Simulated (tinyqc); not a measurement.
Worked calculation: three-band (Emery) model of a CuO2 plane downfolded to one band. Values are carried at full precision from step to step, so a last printed digit may differ when a step is redone from the rounded ones.

Electron picture, d at 0 and the oxygen p orbitals at -D; sx = sin(kx a/2), sy = sin(ky a/2). H = [[0, 2 tpd sx, -2 tpd sy], [., -D, -4 tpp sx sy], [., ., -D]], real and symmetric. The top (antibonding) band crosses the Fermi level.

Inputs chosen for the exercise (of the size used for cuprate planes; not measured data): D = 2.8 eV (ed - ep); tpd = 1.1 eV (d-p hopping); tpp = 0.42 eV (p-p hopping); k = (0.49, 0.37) pi/a (wave vector).

## H at one k

Fill in the matrix.

sx, sy: 0.69591  0.54902

H (eV):
```
          d       px       py
d         0   1.5310  -1.2079
px   1.5310  -2.8000  -0.6419
py  -1.2079  -0.6419  -2.8000
```

## Exact levels

Diagonalise.

levels (eV): -3.5122  -3.2342  1.1464

weights of the top band: d 0.7430, px 0.1502, py 0.1068

## Loewdin downfolding onto d

h(E) = H_dd + V (E - H_pp)^-1 V^T with V = H_dp. The level solves E = h(E). Newton: start at E = 0, set Z = 1/(1 - dh/dE) = 1/(1 + |(E - H_pp)^-1 V^T|^2) and E(new) = E + Z (h - E); stop when the step is below 1e-9 eV.

Iterations:
```
i   E (eV)  h(E) (eV)       Z
0  0.00000    1.75311  0.5526
1  0.96872    1.21135  0.7213
2  1.14374    1.14731  0.7427
3  1.14639    1.14640  0.7430
4  1.14640    1.14640  0.7430
```

The first value, h(0) = 1.7531 eV, is the energy-independent downfolding; the root is 1.1464 eV, so h(0) is 53 % too high. The final Z is the d weight of the state.

## Hoppings of the top band

One-band form E = e0 - 2t (cos kx + cos ky) - 4t' cos kx cos ky - 2t'' (cos 2kx + cos 2ky) - 4t''' (cos 2kx cos ky + cos kx cos 2ky), k in 1/a. Each hopping is minus the mean of E cos(m kx) cos(n ky) over a 12 x 12 mesh, k = (j + 1/2) 2 pi/12.

Fourier coefficients of the exact top band.

e0, t, t', t'', t''' (eV): 1.3438  0.3218  -0.0119  0.0217  0.0001

t'/t = -0.037

## The one-band model at k

Evaluate the one-band form at k with e0 and t alone, with t' added, and with all four hoppings.

E (eV): (t alone) 1.0680, (t and t') 1.0686, (all four) 1.1419

The three-band value is 1.1464 eV.

## Checks

- Top level at (1,1) against the root of E (E + D - 4 tpp) = 8 tpd^2: both 2.60127.

Run: tinyqc, `OMP_NUM_THREADS=1 python tinyqc.py 1450987 1450988 out.jsonl`; Intel(R) Xeon(R) Processor @ 2.30GHz, one thread, shared host; about 0.05 s of CPU time with all checks.
